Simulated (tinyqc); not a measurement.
Molecular dynamics of a small cluster by velocity Verlet steps: one step, computed by the program tinyqc.

E = sum_(i<j) phi(r_ij), phi(r) = eps [exp(-2 alpha (r - r0)) - 2 exp(-alpha (r - r0))]; the force on i is -sum_j phi'(r_ij) (R_i - R_j)/r_ij.

Task: Step 1. Velocity Verlet: a = c F/M with c = 9.648533212e-3 angstrom/fs^2 per eV/(angstrom u); R(new) = R + v dt + a dt^2/2; v(new) = v + (a + a(new)) dt/2. Kinetic energy K = M v^2/(2c); temperature T = 2K/((3N - 3) k_B), rotation of the cluster included. After each step v is scaled by sqrt(1 + (dt/tau)(T0/T - 1)).

Inputs (values chosen for the exercise, for model atoms):
```
quantity               value        unit
length r0               2.44    angstrom
well depth eps          0.51          eV
stiffness alpha         2.26  1/angstrom
atomic mass M            138           u
time step dt             2.6          fs
target temperature T0    100           K
coupling time tau        100          fs
```

Potential: Morse. Thermostat: Berendsen.

starting positions (angstrom):
```
           x     y      z
atom 1     0  0.05   0.03
atom 2  2.45  0.03      0
atom 3  2.43  2.43   0.01
atom 4  0.01   2.5  -0.03
atom 5  1.25  1.21   1.75
atom 6  1.21  1.28  -1.82
```

starting velocities (angstrom/fs):
```
               x         y         z
atom 1   0.00067   0.00158  -0.00185
atom 2  -0.00058  -0.00196   0.00015
atom 3  -0.00063  -0.00174    0.0028
atom 4  -0.00084    0.0004  -0.00072
atom 5   0.00015   0.00063  -0.00045
atom 6   0.00123    0.0011     8e-05
```

Constants: 1 eV/(angstrom u) = 9.648533212e-03 angstrom/fs^2; k_B = 8.617333262e-05 eV/K.

Give: positions after step 1; new forces; velocities after step 1; total energy.

Result:

positions after step 1 (angstrom):
```
             x       y        z
atom 1  0.0018  0.0542   0.0251
atom 2  2.4484  0.0249   0.0003
atom 3  2.4283  2.4255   0.0172
atom 4  0.0079  2.5009  -0.0318
atom 5  1.2504  1.2117   1.7488
atom 6  1.2132  1.2828  -1.8196
```

new forces (eV/angstrom):
```
               x         y         z
atom 1   0.31578   0.31988  -0.31415
atom 2  -0.31838   0.05724  -0.30110
atom 3  -0.11095   0.03386  -0.21126
atom 4   0.28691  -0.42957   0.11445
atom 5  -0.19789   0.19320  -0.21301
atom 6   0.02453  -0.17461   0.92506
```

velocities after step 1 (angstrom/fs):
```
                 x           y           z
atom 1   0.0007226   0.0016255  -0.0018917
atom 2  -0.0006336  -0.0019335   0.0000943
atom 3  -0.0006466  -0.0017210   0.0027413
atom 4  -0.0007815   0.0003177  -0.0006933
atom 5   0.0001156   0.0006623  -0.0004873
atom 6   0.0012235   0.0010590   0.0002466
```

total energy = -6.1478 eV
